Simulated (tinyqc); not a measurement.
Special k points of the fcc lattice: sweeps and comparisons. A value that a table varies takes the place of the one given here.

Lattice vectors in units of a: a1 = (0, 1/2, 1/2), a2 = (1/2, 0, 1/2), a3 = (1/2, 1/2, 0); reciprocal vectors b_i with a_i . b_j = 2 pi delta_ij. Mesh: k = sum_i f_i b_i with f_i = (2 j_i + shift)/(2 N), j_i = 0 .. N-1. The point group of the lattice has 48 operations; only those that map the mesh onto itself are used.

A_m(k) = sum over the m-th star of lattice vectors R of cos(k . R), stars in order of length: m = 1: |R|^2 = 0.5, 12 vectors, such as (1, 0, 0) in the basis a_i; m = 2: |R|^2 = 1, 6 vectors, such as (1, 1, -1) in the basis a_i; m = 3: |R|^2 = 1.5, 24 vectors, such as (2, 0, -1) in the basis a_i; m = 4: |R|^2 = 2, 12 vectors, such as (2, 0, 0) in the basis a_i; m = 5: |R|^2 = 2.5, 24 vectors, such as (2, 1, -1) in the basis a_i; m = 6: |R|^2 = 3, 8 vectors, such as (3, -1, -1) in the basis a_i. The zone mean of every A_m is zero.

Test function, the lower band of a two-band insulator: E(k) = -sqrt(D^2 + (e0 - t A_1(k))^2).

Parameters, chosen for this exercise (the lattice of Si, GaAs, Cu and Al; the results hold for these values, not for the real material):
```
symbol  value  unit  meaning
D       1.91   eV    half gap term
t       0.42   eV    coupling
e0      1.99   eV    offset
N       3            points along each reciprocal vector
shift   0            half steps
```

## Mesh size and shift

Errors of the mean of E against the unshifted mesh with N = 24. The fifth column is |R|^2 of the shortest star with a non-zero mean.

Meshes:
```
mesh       points  irreducible  operations  |R|^2 missed  error (meV)
1 Gamma         1            1          48          0.50     -558.326
1 shifted       1            1          12          1.00      282.072
2 Gamma         8            3          48          2.00     -340.093
2 shifted       8            2          12          4.00      -15.851
3 Gamma        27            4          48          4.50       12.857
3 shifted      27            6          12          9.00        1.544
4 Gamma        64            8          48          8.00        3.246
4 shifted      64           10          12         16.00       -0.110
5 Gamma       125           10          48         12.50       -1.656
5 shifted     125           19          12           >16       -0.011
6 Gamma       216           16          48           >16        0.273
6 shifted     216           28          12           >16        0.007
```

reference mean = -3.04037 eV

The shifted mesh has the smaller error for 6 of 6 values of N and the larger for 0. The cheapest mesh within 1 meV is 4 shifted, with 10 irreducible points. A mesh misses the lattice vectors N (n1 a1 + n2 a2 + ...); the half shift gives each the sign (-1)^(n1 + n2 + ...), so the 12 shortest ones add up to 0 in place of 12: they cancel. The shift lowers the symmetry; it leaves more irreducible points for N = 3, 4, 5 and 6; it leaves fewer irreducible points for N = 2.

## Gap and mesh density

D takes the values listed; errors against the unshifted mesh with N = 30, for unshifted meshes.

Errors (meV):
```
D (eV)  reference (eV)     N = 2   N = 4  N = 6   N = 8
0.2            -2.2610  -499.421  27.035  4.879  -7.533
0.4            -2.3002  -483.570  23.340  3.715  -4.229
0.8            -2.4312  -443.949  14.254  2.099  -1.184
1.5            -2.7827  -374.975   5.445  0.597  -0.133
2.5            -3.4583  -297.590   1.694  0.091  -0.008
4.0            -4.6774  -220.950   0.500  0.008   0.000
```

The first listed N from which the error stays below 0.5 meV is none for D = 0.2, none for D = 0.4, none for D = 0.8, 8 for D = 1.5, 6 for D = 2.5, 4 for D = 4 eV. A larger D makes the function smoother, so its Fourier coefficients fall faster with |R|.

## One point for the whole zone

The mean-value (Baldereschi) point is taken at k = (2 pi/a) (0.6223, 0.2953, 0), that is f = (0.1477, 0.3111, 0.4588); the reference is the mesh with N = 24.

Single points:
```
point                     A_1     A_2     A_3     A_4   E (eV)
Gamma                  12.000   6.000  24.000  12.000  -3.5987
mean-value point        0.000   0.000  -4.405  -3.192  -2.7582
zone-face centre b1/2   0.000  -6.000   0.000  12.000  -2.7583
```

reference mean = -3.0404 eV

The mean-value point makes A_1 and A_2 vanish. Its error is +282 meV, against -558 meV at Gamma and +282 meV at b1/2. E is not linear in A_1; its powers hold sums of nearest vectors and a non-zero mean, so this point is not exact. A_1 has the same value at b1/2, and E depends on A_1 alone, so this test cannot tell the two points apart.

## What moves the zone average

Mean of E over the mesh, and its error against the unshifted mesh with N = 24. Each row changes one parameter from the base and keeps the others.

Results:
```
case          mean (eV)  error (meV)  irreducible points
base            -3.0275        12.86                   4
N = 4           -3.0371         3.25                   8
shift = 1       -3.0388         1.54                   6
D = 1.337 eV    -2.6693        20.26                   4
t = 0.546 eV    -3.1938        43.50                   4
```

The largest shifts from the base row, up to three for each result and ties (the steps differ in size, so this ranks the rows, not the parameters). mean (eV): D +0.3582, t -0.1663, shift -0.0113. error (meV): t +30.64, shift -11.31, N -9.61. irreducible points: N +4, shift +2; unchanged at the printed digits by D and t.

Run: tinyqc, `OMP_NUM_THREADS=1 python tinyqc.py 1651261 1651262 out.jsonl`; Intel(R) Xeon(R) Processor @ 2.30GHz, one thread, shared host; about 0.1 s of CPU time with all checks.
